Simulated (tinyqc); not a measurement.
The first four gaps: longitudinal sound in a periodic multilayer: transfer matrices, stop bands and folded phonons. Computed by tinyqc, a small Python program. Command: `OMP_NUM_THREADS=1 python tinyqc.py 3013783 3013784 out.jsonl multilayer walk`. One thread of a shared host (Intel(R) Xeon(R) Processor @ 2.30GHz), about 0.01 s of CPU time with the checks.

Layers 1 and 2 repeat with period d = d_1 + d_2; waves travel normal to the layers, without loss. State vector (u, s): displacement u and stress divided by omega. Impedances Z = rho v are in 1e6 kg/(m^2 s).

Inputs (values chosen for the exercise, modelled on silica (layer 1), aluminium nitride (layer 2) and silicon (substrate)):
```
quantity            value    unit
density rho_1        2.22  g/cm^3
velocity v_1         5900     m/s
thickness d_1        5.42      nm
density rho_2         3.3  g/cm^3
velocity v_2        11100     m/s
thickness d_2        9.99      nm
substrate density     2.3  g/cm^3
substrate velocity   8470     m/s
```

Method:
- Z = rho v; interface reflection r = (Z_2 - Z_1)/(Z_2 + Z_1) (stress amplitude, from 1 into 2); Bragg frequency f_B = 1/[2 (d_1/v_1 + d_2/v_2)]; long-wave velocity v_eff = d/sqrt[(d_1/v_1)^2 + (d_2/v_2)^2 + (Z_1/Z_2 + Z_2/Z_1)(d_1/v_1)(d_2/v_2)].
- A layer maps (u, s) by [[cos p, sin p/Z], [-Z sin p, cos p]], p = 2 pi f d_i/v_i; one period is M = M_2 M_1, and cos(q d) = trace(M)/2.
- Gap m contains m f_B; its edges, where trace(M)/2 = (-1)^m, are found by root search. Weak-contrast estimate of the width: (4 f_B/pi) |r sin(m pi a)|, a = (d_1/v_1)/(d_1/v_1 + d_2/v_2).

Bragg frequency f_B = 274.930 GHz

Z_1 = 13.098

Z_2 = 36.63

interface reflection r = 0.473214

Stop bands (GHz):
```
m  lower edge  upper edge   width  weak-contrast estimate
1       188.7       361.2  172.53                  165.63
2       547.2       552.5    5.33                    5.33
3       738.6       910.9  172.33                  165.46
4      1094.4      1105.1   10.66                   10.66
```

With a = 0.505, gap 1 is the widest and gap 2 the narrowest: the layers are near a quarter wave each at f_B, so the even gaps almost close. The weak-contrast estimate misses the first width by -4.0 % at |r| = 0.47. Odd gaps open at the edge of the folded zone (q = pi/d), even ones at its centre.
